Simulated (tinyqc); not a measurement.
Weibull analysis of times to dielectric breakdown, with area scaling: one step of the calculation.

Breakdown times follow F(t) = 1 - exp(-(t/t63)^beta). The 12 times below were drawn at random from beta = 3, t63 = 93 s and are treated as data; all samples failed.

Task. Median ranks and the Weibull scale. F_i = (i - 0.3)/(n + 0.4) for the sorted times, W_i = ln(-ln(1 - F_i)).

```
i,t (s)
1,39.8
2,51.1
3,72.5
4,74.1
5,78.1
6,85.7
7,89.5
8,97.7
9,97.9
10,104
11,111
12,117
```

Wanted: F; W; ln t.

Result.

```
i,F,W,ln t
1,0.05645,-2.8455,3.6839
2,0.13710,-1.9142,3.9338
3,0.21774,-1.4042,4.2836
4,0.29839,-1.0374,4.3054
5,0.37903,-0.7413,4.3580
6,0.45968,-0.4852,4.4509
7,0.54032,-0.2520,4.4942
8,0.62097,-0.0303,4.5819
9,0.70161,0.1901,4.5839
10,0.78226,0.4216,4.6444
11,0.86290,0.6867,4.7095
12,0.94355,1.0558,4.7622
```

Computed by the program tinyqc: `OMP_NUM_THREADS=1 python tinyqc.py 2070140 2070141 out.jsonl`, one thread of a shared Intel Xeon 2.30GHz, about 0.01 s for the whole run.
